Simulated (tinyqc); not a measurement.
Inside a calculation: thin-film optics by transfer matrices. Values are carried at full precision from step to step, so a last printed digit may differ when a step is redone from the rounded ones.

Indices N = n + i k. Snell: N0 sin(theta) = N_j sin(theta_j), with Im(N_j cos theta_j) >= 0. Admittance y_j = N_j cos theta_j for s and N_j/cos theta_j for p. Phase delta_j = 2 pi N_j cos theta_j d_j/lambda. Layer matrix [[cos delta, -i sin delta/y], [-i y sin delta, cos delta]], multiplied from the top down to M. (B, C) = M (1, y_sub); r = (y0 B - C)/(y0 B + C), R = |r|^2, T = 4 Re y0 Re y_sub/|y0 B + C|^2, absorbed in the films 1 - R - T.

Values chosen for the exercise (indices near those of polySi, SiO2 on Si; not measured data):
- lam = 633 nm (vacuum wavelength)
- n0 = 1 (ambient index)
- n = (3.888, 1.465, 3.874) (n of polySi, SiO2, substrate)
- k = (0.04, 0, 0.021) (k in the same order)
- d = (114, 10.4) nm (thicknesses, top first)
- theta = 65 degrees (angle of incidence)
- pol = p (polarisation)

## Angles, admittances and phases

Form cos theta_j, y_j and delta_j.

cos theta_j: ambient 0.4226, film 1 0.9725+0.0006i, film 2 0.7857, substrate 0.9723+0.0003i

y_j: ambient 2.3662, film 1 3.9981+0.0388i, film 2 1.8646, substrate 3.9846+0.0203i

delta_j (rad): film 1 4.2784+0.0465i, film 2 0.1188

## Layer matrices and their product

Form each matrix and multiply from the top down.

matrix of film 1:
```
                 1                2
1  -0.4210+0.0422i  -0.0027+0.2272i
2  -0.1135+3.6306i  -0.4210+0.0422i
```

matrix of film 2:
```
          1         2
1    0.9929  -0.0636i
2  -0.2210i    0.9929
```

M:
```
                 1                2
1  -0.3678+0.0425i          0.2524i
2  -0.1034+3.6980i  -0.1872+0.0492i
```

Each matrix has determinant 1, and so has M.

## Reflection and transmission

Close the stack on the substrate.

B, C: -0.3729+1.0481i  -0.8503+3.8901i

r = -0.2048+0.0607i
R = 0.0457
T into the substrate = 0.8654
absorbed in the films = 0.0890

The bare substrate would reflect 0.0649.

## Ellipsometric angles

Ellipsometry: rho = tan(Psi) exp(i Delta) = -conj(r_p/r_s) with the r of the admittance formula, Delta in 0 to 360 degrees, so that a bare dielectric at small angles gives Delta = 180.

Repeat the steps for both polarisations.

r_s = -0.7680+0.0499i
r_p = -0.2048+0.0607i
Psi = 15.52 degrees
Delta = 192.80 degrees

## Checks

- R against the recursion of Airy sums from the substrate up: both 0.045651.

(tinyqc, `OMP_NUM_THREADS=1 python tinyqc.py 1650013 1650014 out.jsonl`, Intel(R) Xeon(R) Processor @ 2.30GHz, 1 thread, shared host, about 0.01 s.)
